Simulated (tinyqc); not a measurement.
What each parameter does: dielectric confinement in a thin film (image charges).

A film |z| < t/2 of dielectric constant eps between half-spaces of dielectric constant e2; lam = (eps - e2)/(eps + e2), q = e^2/(4 pi eps0). The self-energy of a band edge is taken with the high-frequency value, e2 = eh, and the field of a fixed ion with the static one, e2 = eo. A charge at z has images lam^|n| at n t + (-1)^n z. Its self-energy is S(z) = (q/2 eps) sum over n >= 1 of lam^n [1/(n t - 2z) + 1/(n t + 2z)] for odd n and 2 lam^n/(n t) for even n; at the centre S(0) = -(q/(eps t)) ln(1 - lam).

Donor at the centre, lam from the static eo, trial function cos(pi z/t) exp(-rho/l): E(l) = c/(m l^2) - (q/eps) times the integral over k of F(k t) (1 + (k l/2)^2)^(-3/2), with F(x) = F0 + 2 lam exp(-x) G/(1 - lam exp(-x)), F0 = 2[(1 - exp(-x/2))/x + x (1 + exp(-x/2))/(x^2 + 4 pi^2)], G = 2 sinh(x/2)[1/x - x/(x^2 + 4 pi^2)]; c = hbar^2/2m0. The binding energy is -E at the minimum, counted from the subband edge with its self-energy.

Constants: e^2/(4 pi eps0) = 14.39964547 eV angstrom; hbar^2/2m0 = 3.80998211 eV angstrom^2; Ry = 13.60569312 eV.

Inputs chosen for the exercise (near those of a Si (100) film, two-fold valleys, between layers of a low-k oxide; the results hold for these values, not for the real material): t = 32 angstrom (film thickness); eps = 11.7 (dielectric constant of the film); eh = 2 (high-frequency dielectric constant outside); eo = 2.7 (static dielectric constant outside); m = 0.187 m0 (mass in the plane).

<S> is the mean over (2/t) cos^2(pi z/t).

Results for these values:
```
case  lam from eh  <S> (meV)  binding (meV)  l (angstrom)
base        0.708       53.4          108.5          23.0
```

What happens to each result for t = 26 angstrom, all else kept?

Answer: lam from eh does not change at the printed digits; <S> rises from 53.4 to 65.7; binding rises from 108.5 to 124.0; l falls from 23.0 to 21.2.

The same for each parameter in turn:
```
case             lam from eh  <S> (meV)  binding (meV)  l (angstrom)
base                   0.708       53.4          108.5          23.0
t = 26 angstrom        0.708       65.7          124.0          21.2
eps = 10.5             0.680       55.3          118.8          21.6
eo = 3.8               0.708       53.4           89.9          23.5
eh = 2.6               0.636       44.3          108.5          23.0
m = 0.224 m0           0.708       53.4          115.7          20.6
```

(tinyqc, `OMP_NUM_THREADS=1 python tinyqc.py 1280353 1280354 out.jsonl`, Intel(R) Xeon(R) Processor @ 2.30GHz, 1 thread, shared host, about 0.05 s.)
